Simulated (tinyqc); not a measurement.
## Tunnelling through a gate dielectric, WKB transmission and Tsu-Esaki current: effect of temperature

Electrons leave the emitter at x = 0. Energies E (motion across the layers) are in eV from the emitter Fermi level; the collector Fermi level lies at -V and offers states at every E. No charge in the dielectric and no image force: F1 = V/t1, U = phi1 - F1 x. With C = hbar^2/(2 m0), kappa = sqrt(m (U - E)/C) where U > E and 0 elsewhere; T(E) = exp(-S), S = 2 times the integral of kappa over x.

Each layer adds (2/F) sqrt(m/C) [G(u at its left edge) - G(u at its right edge)] to S, with u = U - E (0 where negative) and G(u) = (2/3) u^1.5. J = J0 times the integral of T(E) N(E) dE, N = ln[(1 + exp(-E/Vt))/(1 + exp((-E - V)/Vt))], J0 = q^2 me m0 kB T/(2 pi^2 hbar^3) (times 1e-4 for A/cm^2 per eV), from E = -Ef to far above the barrier (T = 1 there), by quadrature converged to the digits shown. The share over the barrier is that of energies above the highest band edge; 0 means below 1e-6 %.

Inputs (values chosen for the exercise); dielectric values close to those of silicon dioxide: Fermi energy of the emitter above its band bottom Ef = 0.12 eV; emitter mass in the supply function me = 1 m0; barrier of layer 1 above the emitter Fermi level at zero bias phi1 = 3.02 eV; tunnelling mass of layer 1 m1 = 0.5 m0; thickness of layer 1 t1 = 3.3 nm; voltage across the dielectric V = 0.3 V.

Constants: q = 1.602176634e-19 C, kB = 1.380649e-23 J/K, hbar = 1.054571817e-34 J s, m0 = 9.1093837015e-31 kg, Vt = kB T/q, hbar^2/(2 m0) = 0.0380998212 eV nm^2. Results are converted to the units shown.

Result of one run:
```
T (K)  J (A/cm^2)  mean E of the current (eV)  share over the barrier (%)
500     3.155e-10                    -0.02499                           0
```

What becomes of these results when the temperature T is changed from 500 to 600 K, all else the same?

Result of the changed run:
```
T (K)  J (A/cm^2)  mean E of the current (eV)  share over the barrier (%)
600     3.867e-10                   -0.003230                           0
```

The whole series:
```
T (K)  J (A/cm^2)  mean E of the current (eV)  share over the barrier (%)
50      1.761e-10                    -0.07360                           0
100     1.800e-10                    -0.07199                           0
200     1.956e-10                    -0.06576                           0
300     2.224e-10                    -0.05579                           0
400     2.618e-10                    -0.04228                           0
500     3.155e-10                    -0.02499                           0
600     3.867e-10                   -0.003230                           0
750     5.402e-10                     0.04797                      0.0630
```

Between 50 and 300 K the current changes by a factor of 1.26, and between 300 and 750 K by 2.43; the mean energy of the current rises from -0.0736 to 0.0480 eV. The transmission grows by a factor e over d = 0.142 eV near E = 0, equal to kB T/q at 1640 K: far below that temperature the thermal tail adds little.

Computed by the program tinyqc: `OMP_NUM_THREADS=1 python tinyqc.py 2540161 2540162 out.jsonl`, one thread of a shared Intel Xeon 2.30GHz, about 0.04 s for the whole run.
